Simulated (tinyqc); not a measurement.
Trench capacitor in an array: capacitance, non-linearity, leakage and relaxation: cell against the aspect ratio.

A film between two metal electrodes, each interface adding a series capacitance ci. The small-signal permittivity is ek (1 + aq E^2); the field is found with the linear permittivity. Leakage J = J0 sinh(E/Ef). After a voltage step the film passes a relaxation current kr C V tt^(-nr), tt being the time in seconds. The sidewall is a coaxial capacitor with radii a = dm/2 - t and b = dm/2, depth AR dm; the end face is left out.

Per length 1/c = ln(b/a)/(2 pi eps0 ek) + (1/a + 1/b)/(2 pi ci); cell capacitance c AR dm; per footprint over pt^2; fields c V/(2 pi eps0 ek r) at r = a and b; resistance of the inner electrode rho AR dm/(pi a^2); time constant R C/3 of the distributed line.

Inputs (values chosen for the exercise); permittivity of the order of that of titanium dioxide:
```
symbol  value     unit                                                             meaning
ek       77.5                                            relative permittivity of the film
t          14       nm                                                      film thickness
ci        120  uF/cm^2  capacitance of each electrode interface (dead layer and screening)
V         1.1        V                                                                bias
dm         46       nm                                                diameter of the hole
pt         88       nm                                           pitch of the square array
rho       320  uohm cm                                  resistivity of the inner electrode
```

Constants: eps0 = 8.8541878128e-14 F/cm where lengths are in cm. Results are converted to the units shown.

The same in every row: field at a (MV/cm) = 1.1905; field at b (MV/cm) = 0.46584.

Results:
```
AR   cell capacitance (fF)  per footprint (uF/cm^2)  R (kohm)  R C/3 (ps)
5                  0.96589                   12.473    2.8923     0.93121
10                  1.9318                   24.946    5.7846      3.7249
20                  3.8636                   49.891    11.569      14.899
30                  5.7953                   74.837    17.354      33.524
50                  9.6589                   124.73    28.923      93.121
100                 19.318                   249.46    57.846      372.49
```

Estimate the missing row, AR = 70.

Computed row:
```
AR  cell capacitance (fF)  per footprint (uF/cm^2)  R (kohm)  R C/3 (ps)
70                 13.522                   174.62    40.492      182.52
```

With this row back in the table: As AR goes from 5 to 100, the cell capacitance rises from 0.966 to 19.3 fF, the capacitance per footprint rises from 12.5 to 249 uF/cm^2, the ratio of the two fields stays at 2.56 and R C/3 rises from 0.931 to 372 ps; the time constant goes as AR^(2.00) between the first two rows and AR^(2.00) between the last two.

tinyqc, about 0.01 s, one thread, Intel Xeon 2.30GHz (shared host): `OMP_NUM_THREADS=1 python tinyqc.py 2102161 2102162 out.jsonl`
